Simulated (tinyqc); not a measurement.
Ways to converge the cycle: SCF convergence aids in the sto-3g basis, for H4+, spin multiplicity 2. Computed by the program tinyqc with PySCF. 

Geometry (angstrom):
```
atom       x       y       z
H     0.0000  0.0000  0.0000
H     0.0000  0.0000  1.3820
H     0.0000  1.5160  0.0000
H     0.0000  1.5160  1.3820
```

lowest solution found by these runs and by PySCF with stability checks = -1.561936 hartree

UHF with one setting changed at a time; a run stops when the energy changes by less than 1e-09 hartree and the error matrix is below 1e-5. The start is random orbitals. Damping d keeps d of the old density; a shift (hartree) raises the virtual levels; DIIS n extrapolates F over n matrices.

Largest element of the error matrix X^T (FDS - SDF) X:
```
iteration    plain  damping 0.3  damping 0.6  shift 0.4   DIIS 3   DIIS 8
1          2.0e-01      2.0e-01      2.0e-01    2.0e-01  2.0e-01  2.0e-01
2          6.7e-02      6.3e-02      1.2e-01    1.2e-01  6.7e-02  6.7e-02
3          2.7e-02      4.2e-02      6.9e-02    1.1e-01  2.9e-02  2.9e-02
4          1.7e-02      2.8e-02      4.6e-02    7.9e-02  1.4e-02  1.4e-02
5          1.2e-02      1.9e-02      3.7e-02    5.3e-02  3.4e-03  3.4e-03
6          7.7e-03      1.4e-02      3.0e-02    3.6e-02  1.3e-03  1.5e-03
8          3.1e-03      7.9e-03      1.9e-02    1.9e-02  1.3e-03  1.1e-03
10         1.5e-03      4.4e-03      1.3e-02    1.2e-02  1.3e-03  1.2e-03
14         1.3e-03      1.6e-03      6.8e-03    5.2e-03  1.2e-03  1.6e-04
20         1.2e-03      1.3e-03      2.6e-03    1.8e-03  4.9e-05        -
30         1.0e-03      1.2e-03      1.3e-03    1.0e-03        -        -
45         7.1e-04      9.9e-04      1.2e-03    4.5e-04        -        -
60         4.0e-04      7.6e-04      1.1e-03    2.8e-04        -        -
```

How each run ends:
```
run          iterations  E (hartree)                                                        state
plain               >60    -1.561922  falls steadily but slowly, by a factor of about 0.96 a step
damping 0.3         >60    -1.561871  falls steadily but slowly, by a factor of about 0.98 a step
damping 0.6         >60    -1.561716  falls steadily but slowly, by a factor of about 0.99 a step
shift 0.4           >60    -1.561930  falls steadily but slowly, by a factor of about 0.97 a step
DIIS 3               26    -1.561160                                                       higher
DIIS 8               18    -1.561160                                                       higher
```

No run reaches the lowest solution found. Ending on a higher stationary point: DIIS 3, DIIS 8; a small error matrix cannot reveal that, and an occupation fixed by the start is kept by symmetry or by the shape of the basin. Not converged: plain, damping 0.3, damping 0.6, shift 0.4. DIIS 3 and DIIS 8 gain by cancelling the error over several earlier matrices, much as a quasi-Newton step does.
